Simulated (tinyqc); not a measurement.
A particle near a wafer in liquid: double-layer and van der Waals forces (DLVO), deposition barrier and removal: one step, computed by the program tinyqc.

Sphere and flat wall, Derjaguin approximation, constant potentials in the linear-superposition form, no retardation and no hydration force.

Problem. The curve. U(h) = Z R exp(-kappa h) - A R/(6 h); F(h) = -dU/dh = kappa Z R exp(-kappa h) - A R/(6 h^2), positive for repulsion.

Inputs (values chosen for the exercise, of the order of those for silicon nitride on silicon in water): particle radius R = 150 nm; Hamaker constant A = 2.9e-20 J; temperature T = 323 K.

kappa = 0.1009638 1/nm

Z = -5.167518 pN

Constants: k_B = 1.380649e-23 J/K.

Give: the table «Against the gap» with the columns kappa h, U (k_B T), F (pN), for h (nm) = 0.4, 0.6, 1.0, 1.5, 2.5, 4.0, 7.0, 12.0, 20.0, 40.0.

Solution.

Against the gap:
```
h (nm),kappa h,U (k_B T),F (pN)
0.4,0.0404,-573.37,-4.6064e+03
0.6,0.0606,-434.56,-2.0875e+03
1.0,0.1010,-319.70,-7.9574e+02
1.5,0.1514,-257.77,-3.8948e+02
2.5,0.2524,-200.07,-1.7680e+02
4.0,0.4039,-156.71,-9.7570e+01
7.0,0.7067,-108.96,-5.3397e+01
12.0,1.2116,-65.30,-2.8335e+01
20.0,2.0193,-31.20,-1.2202e+01
40.0,4.0386,-7.13,-1.8323e+00
```

Caution: in rows where h is not small against R, A R/(6 h) overstates the van der Waals term. Caution: in rows with kappa h below 1 linear superposition is only rough.
